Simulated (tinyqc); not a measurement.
## Junction parameters from two forward currents

Question. D(v) = J1 (exp(v/Vt) - 1) + J2 (exp(v/(2 Vt)) - 1). Find J1, J2 and the voltage 2 Vt ln(J2/J1) near which both parts are equal.

Parameters, values chosen for the exercise: temperature T = 300 K.

Constants: q = 1.602176634e-19 C, kB = 1.380649e-23 J/K, Vt = kB T/q. Results are converted to the units shown.

junction voltages (V): 0.34  0.67
currents (uA/um): 1.2970648e-5  0.032852248

Solution. The current is linear in J1 and J2, so two points give two equations.

J1 = 1.400e-13 uA/um
J2 = 1.800e-8 uA/um
crossover = 0.6083 V

Computed by the program tinyqc: `OMP_NUM_THREADS=1 python tinyqc.py 2182074 2182075 out.jsonl`, one thread of a shared Intel Xeon 2.30GHz, about 0.2 s for the whole run.
